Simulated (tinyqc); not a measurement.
# From one set of inputs to another, one input at a time

Model: Bloch-Grueneisen resistivity of a metal. Computed by tinyqc, a small Python program. Command: `OMP_NUM_THREADS=1 python tinyqc.py 3014676 3014677 out.jsonl bg ladder`. One thread of a shared host (Intel(R) Xeon(R) Processor @ 2.30GHz), about 0.01 s of CPU time with the checks.

Electrons scatter from a Debye spectrum of phonons (n = 5 for scattering within one band, n = 3 for scattering into a second, heavy band) and from static defects.

The inputs printed are set A. Set A is modelled on ruthenium; the values taken over come from a set modelled on aluminium. Inputs not listed in the table keep their values of set A, so the rows need not describe a real material.

Inputs (values chosen for the exercise, modelled on ruthenium):
```
quantity,value,unit
exponent n,5,-
Debye temperature Theta,405,K
transport coupling lambda_tr,0.45,-
Drude plasma energy hbar w_p,8.3,eV
residual resistivity rho_0,0.098,microohm cm
temperature T,200,K
```

Addition: none.

Constants: k_B = 1.380649e-23 J/K; hbar = 1.054571817e-34 J s; eps_0 = 8.8541878128e-12 F/m; hbar = 6.582119569e-16 eV s; k_B = 8.617333262e-05 eV/K.

Method:
- rho_ph = (n - 1) rho_1 (T/Theta)^n J_n(Theta/T), with rho_1 = 2 pi lambda_tr k_B Theta/(hbar eps_0 w_p^2), the high-temperature line at T = Theta.
- J_n(y) = int_0^y x^n e^x/(e^x - 1)^2 dx, by 96 Gauss-Legendre points (upper limit at most 60).
- Matthiessen's rule: rho = rho_0 + rho_ph.
- Temperature coefficient (1/rho) d rho/dT by a central difference of +/- 0.5 K; residual ratio rho(295 K)/rho(4.2 K); scattering time tau = 1/(eps_0 w_p^2 rho); Wiedemann-Franz kappa = L_0 T/rho, L_0 = (pi^2/3)(k_B/e)^2.

Each row keeps all changes above it:
```
input moved,from,to,resistivity rho (microohm cm),residual resistance ratio,phonon resistivity rho_ph (microohm cm)
set A,-,-,4.3213,72.41,4.2233
residual resistivity rho_0 (microohm cm),0.098,0.025,4.2483,280.92,4.2233
Drude plasma energy hbar w_p (eV),8.3,12,2.0454,134.92,2.0204
transport coupling lambda_tr,0.45,0.33,1.5067,99.21,1.4817
Debye temperature Theta (K),405,393,1.5251,99.79,1.5001
temperature T (K),200,120,0.6690,99.79,0.6440
```

Which inputs carry the difference?

Resistivity rho goes from 4.32 to 0.669, a factor 0.155 in all. The largest single move comes from temperature T (a factor 0.439). Residual resistance ratio goes from 72.4 to 99.8, a factor 1.38 in all. The largest single move comes from residual resistivity rho_0 (a factor 3.88), and Drude plasma energy hbar w_p works against it (a factor 0.480). Phonon resistivity rho_ph goes from 4.22 to 0.644, a factor 0.152 in all. The largest single move comes from temperature T (a factor 0.429). The single moves hold for this order of the switches; the total does not depend on the order.

Caution (all rows): below about Theta/2 small-angle phonon scattering degrades heat flow more than charge flow, so a thermal conductivity taken from rho by the Wiedemann-Franz law would be too high.

Extremes, crossings and ranges named in words are read from the listed rows.
